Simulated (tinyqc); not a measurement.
Film thickness from the threshold shift.

Problem. Undoped body with a flat potential across it, hard walls, transport along x. Three valley pairs (g = 2 each) with the longitudinal mass along x, y or z. Non-parabolicity enters the subband edges through E (1 + al E) = gamma, so E = 2 gamma/(1 + sqrt(1 + 4 al gamma)); motion within a subband is taken as parabolic with the band-edge mass. Energies are counted from the bulk band edge. gamma = C (pi k/(t + dl))^2/mz, C = hbar^2/(2 m0). Each subband has N_k = g sqrt(mx my) m0 kB T/(pi hbar^2); without degeneracy n = exp(EF/Vt) sum N_k exp(-E_k/Vt). Classical value Nc times t, Nc = sum over valleys of 2 g (m m0 kB T/(2 pi hbar^2))^1.5 with m = (mx my mz)^(1/3). Threshold shift dVT = Vt ln(classical value/sum N_k exp(-E_k/Vt)). Find t and the lowest subband edge.

Parameters, values chosen for the exercise; masses close to those of silicon:
- T = 200 K (temperature)
- ml = 0.908 m0 (longitudinal mass)
- mt = 0.193 m0 (transverse mass)
- al = 0.5 1/eV (non-parabolicity)
- dl = 0 nm (widening of the box by penetration into the insulator)

Constants: q = 1.602176634e-19 C, kB = 1.380649e-23 J/K, hbar = 1.054571817e-34 J s, m0 = 9.1093837015e-31 kg, Vt = kB T/q, hbar^2/(2 m0) = 0.0380998212 eV nm^2. Results are converted to the units shown.

dVT = 15.340112 mV

Solution. dVT is evaluated for trial values of t with all subbands; between 1.5 and 25 nm one value matches.

t = 8.200 nm
E_1 = 6.140 meV

tinyqc, about 0.08 s, one thread, Intel Xeon 2.30GHz (shared host): `OMP_NUM_THREADS=1 python tinyqc.py 2350024 2350025 out.jsonl`
